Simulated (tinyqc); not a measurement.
What moves the results: density of states of one tight-binding band on the square lattice. A value that a table varies takes the place of the one given here.

E(k) = -2 t (c1 + c2) - 4 t2 c1 c2 with ci = cos(2 pi ki); k in fractions of the reciprocal vectors, mesh k_i = j/N with j = 0 .. N-1. Densities are per cell and per spin, so the band holds one state.

Each square of the mesh is cut along (i, j)-(i+1, j+1) into two triangles. For corner energies e1 <= e2 <= e3 and eij = ei - ej, the share of the triangle below E is n = (E - e1)^2/(e21 e31) for e1 < E < e2 and n = 1 - (e3 - E)^2/(e31 e32) for e2 < E < e3; its density of states is g = dn/dE.

Gaussian broadening: g(E) = mean over the mesh of exp(-(E - E_k)^2/(2 sigma^2))/(sigma sqrt(2 pi)), n(E) = mean of erfc((E_k - E)/(sigma sqrt 2))/2.

Values chosen for the exercise:

| symbol | value | unit | meaning |
|---|---|---|---|
| t | 1.93 | eV | nearest hopping |
| t2 | 0.29 | eV | second hopping |
| N2 | 16 |  | mesh points along each axis in this comparison |
| sigma | 0.579 | eV | Gaussian width |
| E | 3.59 | eV | energy at which the density is wanted |

## Three ways to the same curve

N = N2 here; the reference is the linear method with N = 240.

g(E) (1/eV):

| E (eV) | reference | linear triangles | Gaussian, sigma | Gaussian, sigma/4 | reference n(E) |
|---|---|---|---|---|---|
| -7.476 | 0.035 | 0.038 | 0.036 | 0.040 | 0.047 |
| -6.072 | 0.039 | 0.039 | 0.039 | 0.048 | 0.098 |
| -4.668 | 0.043 | 0.043 | 0.040 | 0.051 | 0.155 |
| -3.265 | 0.050 | 0.051 | 0.053 | 0.037 | 0.220 |
| -1.861 | 0.060 | 0.060 | 0.063 | 0.079 | 0.297 |
| -0.457 | 0.077 | 0.076 | 0.077 | 0.029 | 0.392 |
| 0.946 | 0.134 | 0.156 | 0.121 | 0.116 | 0.528 |
| 2.350 | 0.092 | 0.093 | 0.096 | 0.055 | 0.703 |
| 3.753 | 0.074 | 0.074 | 0.074 | 0.124 | 0.817 |
| 5.157 | 0.065 | 0.065 | 0.064 | 0.018 | 0.914 |

Root-mean-square errors against the reference: 0.0069 for linear triangles, 0.0048 for sigma and 0.0308 for sigma/4. The narrow Gaussian is worse than the wide one, because it resolves the separate mesh levels. The reference is highest at 0.946 eV of the energies listed, and half filling lies between -0.457 and 0.946 eV.

## Convergence with the mesh

At the energy E; the plain count is the share of mesh points below E; the reference is the linear method with N = 240.

Results:

| N | points | g linear | n linear | g Gaussian | n Gaussian | n plain count |
|---|---|---|---|---|---|---|
| 4 | 16 | 0.0775 | 0.8661 | 0.1545 | 0.7676 | 0.6875 |
| 6 | 36 | 0.0774 | 0.8269 | 0.0915 | 0.8039 | 0.8611 |
| 8 | 64 | 0.0775 | 0.8197 | 0.0716 | 0.8090 | 0.7969 |
| 12 | 144 | 0.0773 | 0.8111 | 0.0810 | 0.8033 | 0.8264 |
| 16 | 256 | 0.0751 | 0.8085 | 0.0758 | 0.8035 | 0.8086 |
| 24 | 576 | 0.0758 | 0.8066 | 0.0760 | 0.8036 | 0.8108 |
| 48 | 2304 | 0.0753 | 0.8055 | 0.0760 | 0.8036 | 0.8103 |

reference n and g: 0.8052  0.0751

The linear n(E) stays within 0.002 of the reference from N = 24 on. The Gaussian g stays within 1 % of its last value from N = 16 on; it tends to the broadened curve, not the true one. At the last mesh it lies +0.001 1/eV from the reference g and the linear g 0.000. The plain count errs by +0.0051 at the last mesh.

## Critical points

The gradient vanishes at these points by symmetry; the signs of the eigenvalues of the second-derivative matrix give the type.

Critical points:

| point | k | E (eV) | positive | negative | type |
|---|---|---|---|---|---|
| Gamma | (0, 0) | -8.8800 | 2 | 0 | minimum |
| X | (0.5, 0) | 1.1600 | 1 | 1 | saddle |
| M | (0.5, 0.5) | 6.5600 | 0 | 2 | maximum |

Gamma is a minimum at -8.880 eV: g has a step there. X is a saddle at 1.160 eV: g diverges logarithmically there. M is a maximum at 6.560 eV: g has a step there.

## What moves the count of states

Linear method and Gaussian sum with N = 48. Each row changes one parameter from the base and keeps the others.

Results:

| case | n linear | g linear (1/eV) | n Gaussian | g Gaussian (1/eV) |
|---|---|---|---|---|
| base | 0.8055 | 0.0753 | 0.8036 | 0.0760 |
| t = 2.123 eV | 0.7806 | 0.0695 | 0.7787 | 0.0701 |
| E = 3.783 eV | 0.8199 | 0.0734 | 0.8180 | 0.0741 |
| sigma = 1.158 eV | 0.8055 | 0.0753 | 0.7976 | 0.0791 |
| t2 = 0.386 eV | 0.8078 | 0.0836 | 0.8054 | 0.0850 |

The largest shifts from the base row, up to three for each result and ties (the steps differ in size, so this ranks the rows, not the parameters). n linear: t -0.0249, E +0.0143, t2 +0.0022; unchanged at the printed digits by sigma. g linear (1/eV): t2 +0.0083, t -0.0058, E -0.0019; unchanged at the printed digits by sigma. n Gaussian: t -0.0248, E +0.0145, sigma -0.0060. g Gaussian (1/eV): t2 +0.0090, t -0.0059, sigma +0.0031.

Program tinyqc; command `OMP_NUM_THREADS=1 python tinyqc.py 1680311 1680312 out.jsonl`; about 0.08 s on one thread of a shared Intel(R) Xeon(R) Processor @ 2.30GHz.
